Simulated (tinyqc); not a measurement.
# Worked calculation: frequency dispersion of an accumulation capacitance by border traps, distributed model

Program tinyqc, `OMP_NUM_THREADS=1 python tinyqc.py 2202179 2202180 out.jsonl`; Intel Xeon 2.30GHz, shared host, one thread, about 0.5 s. Printed values are rounded.

Traps spread evenly through the insulator exchange electrons with the semiconductor by tunnelling, with tau(x) = t0 exp(2 ka x) at depth x from the interface. The admittance per area Y seen at depth x obeys dY/dx = -Y^2/(i w eps0 eox) + q Nb ln(1 + i w tau)/tau, with Y(0) = i w Cs and w = 2 pi f; the gate sees Y(tox) = G + i w C. Working variable y = Y/(i w), in uF/cm^2. Cox = eps0 eox/tox.

Parameters, values chosen for the exercise; permittivity close to that of aluminium oxide:
```
symbol,value,unit,meaning
eox,8.81,,relative permittivity of the insulator
tox,7.1,nm,insulator thickness
Cs,0.53,uF/cm^2,semiconductor capacitance in accumulation
Nb,2.2e19,cm^-3 eV^-1,density of border traps
ka,4.1,1/nm,decay constant of the wave function in the insulator
t0,1e-10,s,time constant of a trap at the interface
f,1e5,Hz,frequency
xe,1.8,nm,depth down to which the steps are taken
```

Constants: q = 1.602176634e-19 C, eps0 = 8.8541878128e-14 F/cm where lengths are in cm. Results are converted to the units shown.

## Scales and lumped estimate

Cox; trap-free value 1/(1/Cox + 1/Cs); response depth d = ln(1/(w t0))/(2 ka), where w tau = 1; lumped estimate: all traps within d act as C_bt = q Nb d placed at d/2, so C = 1/{1/[1/(1/Cs + d/(2 eps0 eox)) + C_bt] + (tox - d/2)/(eps0 eox)}.

Cox = 1.09867 uF/cm^2
trap-free C = 0.357528 uF/cm^2
d = 1.17988 nm
C_bt = 0.415884 uF/cm^2
lumped C = 0.522163 uF/cm^2

The traps within reach amount to 0.785 Cs and lie in the first 16.6 % of the insulator.

## Midpoint steps through the active depth

In terms of y: dy/dx = -y^2/(eps0 eox) + s(x), s = q Nb ln(1 + z)/z, z = i w tau. 9 midpoint steps of h = xe/9: y_half = y + (h/2) y'(x, y), y(new) = y + h y'(x + h/2, y_half).

```
point  x (nm)    s (uF/(cm^2 nm))         y (uF/cm^2)
0           0  0.352479-0.000011i  0.530000+0.000000i
1         0.2  0.352479-0.000057i  0.592408-0.000005i
2         0.4  0.352479-0.000294i  0.652947-0.000031i
3         0.6  0.352470-0.001517i  0.711492-0.000162i
4         0.8  0.352248-0.007813i  0.767929-0.000839i
5           1  0.346516-0.039298i  0.821959-0.004307i
6         1.2  0.259278-0.130258i  0.868544-0.020162i
7         1.4  0.081618-0.105419i  0.880444-0.046326i
8         1.6  0.017307-0.038749i  0.868380-0.057230i
9         1.8  0.003413-0.011093i  0.851030-0.058815i
```

## Capacitance and conductance at the gate

y at xe = 0.851030-0.058815i uF/cm^2

Beyond xe the traps are ignored, so 1/y(tox) = 1/y(xe) + (tox - xe)/(eps0 eox); C = Re y, G/w = -Im y, loss tangent G/(w C).

y at the gate = 0.539830-0.023598i uF/cm^2
C = 0.539830 uF/cm^2
G/w = 0.0235978 uF/cm^2
loss tangent = 0.0437134

A fine integration over the whole insulator gives C = 0.54030 and G/w = 0.02426 uF/cm^2; the coarse G/w is 2.7 % below that. The fine C is 51 % above the trap-free value, and the lumped estimate is 3.4 % below the fine result.
